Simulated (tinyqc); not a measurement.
Arrhenius fit: deep-level transient spectroscopy (DLTS) of one majority-carrier trap. Computed by tinyqc, a small Python program. Command: `OMP_NUM_THREADS=1 python tinyqc.py 3015070 3015071 out.jsonl dlts walk`. One thread of a shared host (Intel(R) Xeon(R) Processor @ 2.30GHz), about 0.05 s of CPU time with the checks.

A filling pulse loads the traps in a one-sided junction; under reverse bias they empty at the rate e, and the capacitance relaxes as C(t) = C_0 - dC exp(-e t). The signal is S = [C(t_2) - C(t_1)]/dC.

Inputs (values chosen for the exercise, with mass and screening modelled on silicon):
```
quantity,value,unit
density-of-states mass m,0.783,m_0
valleys M,1,-
trap depth E_t,0.342,eV
cross-section sigma_0,1.1e-17,cm^2
degeneracy ratio g,2,-
gate time t_1,0.0003,s
ratio t_2/t_1,5,-
dielectric constant eps,11.9,-
mean field F,87000,V/cm
```

Carriers: holes. Extra term: Poole-Frenkel lowering.

Constants: k_B = 8.617333262e-05 eV/K; k_B = 1.380649e-23 J/K; m_0 = 9.1093837015e-31 kg; h = 6.62607015e-34 J s; e = 1.602176634e-19 C; eps_0 = 8.8541878128e-12 F/m.

Method:
- e = g sigma v N_b exp(-E/k_B T), v = sqrt(3 k_B T/m), N_b = 2 M (2 pi m k_B T/h^2)^(3/2), sigma = sigma_0, E = E_t - dE with the one-dimensional Poole-Frenkel lowering dE = sqrt(e^3 F/(pi eps eps_0)), F being held as an input apart from the bias (the centre is charged when empty).
- S(e) = exp(-e t_1) - exp(-e t_2) peaks at the rate window e_0 = ln(t_2/t_1)/(t_2 - t_1).
- t_1 is scaled by 0.1, 0.3, 1, 3, 10 and 30 at fixed t_2/t_1; each T_p by bisection.
- Least squares of ln(e_0/T_p^2) on 1/(k_B T_p): slope -E_a, intercept ln(gamma sigma_a) with gamma = v N_b/T^2 = sqrt(3 k_B/m) 2 M (2 pi m k_B/h^2)^(3/2). For comparison, the slope of ln e_0 alone.

Arrhenius data:
```
t_1 (s),e_0 (1/s),T_p (K),1/(k_B T_p) (1/eV),ln(e_0/T_p^2)
0.00003,1.34120e+04,256.706,45.2054,-1.59196
0.00009,4.47066e+03,238.573,48.6413,-2.54406
0.00030,1.34120e+03,221.279,52.4429,-3.59753
0.00090,4.47066e+02,207.441,55.9414,-4.56698
0.00300,1.34120e+02,194.042,59.8043,-5.63741
0.00900,4.47066e+01,183.173,63.3528,-6.62074
```

apparent depth E_a = 0.27711 eV

intercept = 10.935

gamma = 2.5498e+21 cm^-2 s^-1 K^-2

apparent cross-section = 2.20e-17 cm^2

slope without T^2 = 0.31424 eV

What does the comparison show, and why?

The apparent depth is 0.2771 eV against E_t = 0.342 eV, and the apparent cross-section is 2.00 times sigma_0 (the degeneracy ratio): the field lowers the slope, so the depth must be extrapolated to zero field against sqrt(F). Leaving out the T^2 factor overstates the slope by 37 meV, about 2 k_B T_p.

Extremes, crossings and ranges named in words are read from the listed rows.
